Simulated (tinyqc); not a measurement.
# Inputs raised by 2 %, one at a time

Model: low-temperature mobility of a two-dimensional electron gas with static screening. Computed by tinyqc, a small Python program. Command: `OMP_NUM_THREADS=1 python tinyqc.py 3030228 3030229 out.jsonl twodeg sens`. One thread of a shared host (Intel(R) Xeon(R) Processor @ 2.30GHz), about 0.06 s of CPU time with the checks.

One subband is filled, the gas is degenerate and scatters at the Fermi circle; one permittivity serves on both sides of the interface. All formulas are in SI units, masses times m_0. Piezoelectric and polar phonons are left out, and n_s is taken as set by a gate, independent of N_i.

Inputs (values chosen for the exercise, modelled on a silicon inversion layer): in-plane mass m = 0.196 m_0; mass across the layer m_z = 0.914 m_0; permittivity eps = 11.7; valley degeneracy g_v = 2; sheet density n_s = 3e+12 1/cm^2; depletion charge N_d = 4.3e+10 1/cm^2; roughness height Delta = 0.72 nm; correlation length Lambda = 11 nm; remote charge density N_i = 1.8e+12 1/cm^2; distance d of the charges from the interface = 1.3 nm; density rho = 2329 kg/m^3; sound velocity v_l = 9010 m/s; deformation potential D_A = 12 eV; temperature T = 77 K.

Wave function: Fang-Howard. Roughness spectrum: exponential.

Constants: m_0 = 9.1093837015e-31 kg; e = 1.602176634e-19 C; eps_0 = 8.8541878128e-12 F/m; hbar = 1.054571817e-34 J s; k_B = 1.380649e-23 J/K.

Method:
- k_F = sqrt(2 pi n_s/g_v); E_F = hbar^2 k_F^2/(2 m); q_TF = g_v m e^2/(2 pi eps eps_0 hbar^2); Fang-Howard parameter b = [12 m_z e^2 (N_d + 11 n_s/32)/(eps eps_0 hbar^2)]^(1/3), mean depth 3/b; effective field F = e (N_d + n_s/2)/(eps eps_0).
- Form factors with u = q/b: screening G(q) = [1 + 9u/8 + 3u^2/8]/(1 + u)^3, remote charge P(q) = exp(-q d)/(1 + u)^3. Dielectric function eps(q) = 1 + q_TF G(q)/q, with q = 2 k_F sin(theta/2).
- Roughness: <|U|^2> = (e F)^2 S(q), S = pi Delta^2 Lambda^2/(1 + q^2 Lambda^2/2)^(3/2).
- 1/tau_t = (m/(pi hbar^3)) int_0^pi (1 - cos theta) <|U|^2>/eps(q)^2 dtheta; the quantum rate 1/tau_q drops the factor (1 - cos theta); 200 Gauss-Legendre points in s with theta = pi s^2, s from 0 to 1; mu = e tau_t/m.
- Remote charges: <|U|^2> = N_i [e^2 P(q)/(2 eps eps_0 q)]^2.
- Unscreened deformation potential in equipartition: 1/tau = m D_A^2 k_B T I/(rho v_l^2 hbar^3), I = int |psi|^4 dz = 3 b/16 for the Fang-Howard function (used for both wave-function options); mu = e tau/m. Bloch-Grueneisen temperature T_BG = 2 hbar v_l k_F/k_B.
- At the Fermi circle the rates add, so 1/mu is the sum; sheet resistance 1/(n_s e mu); mean free path hbar k_F mu/e; the quantum time adds the rates 1/tau_q, with the isotropic acoustic rate e/(m mu).

Runs; columns: (1) input moved; (2) from; (3) to; (4) mobility mu (cm^2/(V s)); (5) roughness mobility (cm^2/(V s)); (6) Dingle ratio tau_t/tau_q; (7) sheet resistance (ohm):
```
(1)                                     (2)        (3)     (4)     (5)     (6)     (7)
base run                                  -          -  2741.3  8097.4  2.0853  758.95
in-plane mass m (m_0)                 0.196    0.19992  2685.5  7970.0  2.0651  774.72
permittivity eps                       11.7     11.934  2779.6  8200.1  2.0975  748.50
sheet density n_s (1/cm^2)            3e+12   3.06e+12  2736.8  7898.7  2.0827  745.29
depletion charge N_d (1/cm^2)       4.3e+10  4.386e+10  2739.9  8089.5  2.0849  759.33
roughness height Delta (nm)            0.72     0.7344  2704.3  7783.0  2.0725  769.33
remote charge density N_i (1/cm^2)  1.8e+12  1.836e+12  2718.5  8097.4  2.0969  765.32
temperature T (K)                        77      78.54  2728.1  8097.4  2.0801  762.63
```

Exponents ln(y'/y) / ln(x'/x):
```
input                      mobility mu  roughness mobility  Dingle ratio tau_t/tau_q  sheet resistance
in-plane mass m                 -1.038              -0.801                    -0.491             1.038
permittivity eps                 0.701               0.636                     0.294            -0.701
sheet density n_s               -0.082              -1.255                    -0.064            -0.918
depletion charge N_d            -0.025              -0.049                    -0.011             0.025
roughness height Delta          -0.686              -2.000                    -0.312             0.686
remote charge density N_i       -0.422               0.000                     0.280             0.422
temperature T                   -0.244               0.000                    -0.127             0.244
```

To which inputs is each result most sensitive?

Among the inputs moved here: mobility mu answers most in size to in-plane mass m (exponent -1.038), next to permittivity eps (+0.701). Roughness mobility answers most in size to roughness height Delta (exponent -2.000), next to sheet density n_s (-1.255); its exponent is below 0.0005 for remote charge density N_i, temperature T. Its exponent -2.000 in roughness height Delta: the matrix element is e F Delta. Dingle ratio tau_t/tau_q answers most in size to in-plane mass m (exponent -0.491), next to roughness height Delta (-0.312). Sheet resistance answers most in size to in-plane mass m (exponent +1.038), next to sheet density n_s (-0.918).

Caution (all rows): k_B T exceeds a quarter of E_F, so scattering at the Fermi circle alone and zero-temperature screening are rough.
